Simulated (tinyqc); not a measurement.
All-pass ring resonator: one step of the calculation.

A ring of length L = 2 pi Rr coupled to one bus waveguide: round-trip amplitude a = 10^(-al L/20), self-coupling t = sqrt(1 - k2). At detuning d from the resonance the round-trip phase is p = 2 pi d/FSR and the transmission T = (a^2 - 2 a t cos p + t^2)/(1 - 2 a t cos p + a^2 t^2). Lossless coupler, linear absorption only.

Task. Resonance parameters. FSR = lam^2/(ng L), finesse F = pi sqrt(a t)/(1 - a t), FWHM = FSR/F, Q = lam/FWHM, Tmin = (a - t)^2/(1 - a t)^2, power build-up k2 a^2/(1 - a t)^2, optical bandwidth c/(lam Q).

Values chosen for this exercise; values close to those of silicon waveguides:
```
symbol,value,unit,meaning
lam,1550,nm,cold resonance wavelength
Rr,5,um,ring radius
ng,4.02,,group index
al,7,dB/cm,propagation loss
k2,0.0074,,power coupling
```

Constants: c = 299792458 m/s. Results are converted to the units shown.

Give: a; t; FSR; F; FWHM; Q; Tmin; build-up; bandwidth.

Result.

a = 0.99747
t = 0.99629
FSR = 19.023 nm
F = 503.01
FWHM = 37.819 pm
Q = 40985
Tmin = -14.460 dB
build-up = 189.93
bandwidth = 4.7192 GHz

The ring is overcoupled; critical coupling needs k2 = 1 - a^2 = 0.00505.

Numbers from tinyqc (`OMP_NUM_THREADS=1 python tinyqc.py 2650108 2650109 out.jsonl`; about 0.01 s on one thread of a shared Intel Xeon 2.30GHz).
